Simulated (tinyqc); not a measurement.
Finnis-Sinclair potential for a bcc metal: fit to cohesion and elasticity, then vacancy, surfaces and structure: one step, computed by the program tinyqc.

E = (1/2) sum V(r) - A sqrt(rho), rho = sum phi(r), phi = (r - d)^2 for r < d, V = (r - c)^2 (c0 + c1 r + c2 r^2) for r < c. In bcc the 8 first neighbours lie at sqrt(3) a/2 and the 6 second at a; both cut-offs lie below the third shell; Omega = a^3/2; E is per atom and z the number of atoms in a shell. The four constants A, c0, c1, c2 are fitted to E_c, zero pressure, B and C12 - C44 alone, so C44 and C11 - C12 are not matched singly; defects are unrelaxed.

Question. Unrelaxed vacancy. E_v = -A sum_shells z [sqrt(rho - phi(r)) - sqrt(rho)] - (1/2) sum z V(r): the neighbours lose one bond each, and the atom is put back in the bulk.

Inputs (values chosen for the exercise, modelled on niobium):
```
quantity             value      unit
lattice constant a     3.3  angstrom
cohesive energy E_c   7.66        eV
density cut-off d/a  1.199         -
pair cut-off c/a     1.268         -
```

c0, c1, c2 (eV/angstrom^2, eV/angstrom^3, eV/angstrom^4): -0.391004  1.184409  -0.308318

A = 3.252924 eV/angstrom

rho = 12.24671 angstrom^2

Give: V at the two shells; phi at the two shells; vacancy energy E_v; E_v/E_c.

Answer.

V at the two shells (eV): 0.837  0.125

phi at the two shells (angstrom^2): 1.21  0.43

vacancy energy E_v = 2.10 eV

E_v/E_c = 0.274

A pair potential would give E_v = E_c; the square root lowers the ratio to 0.27.
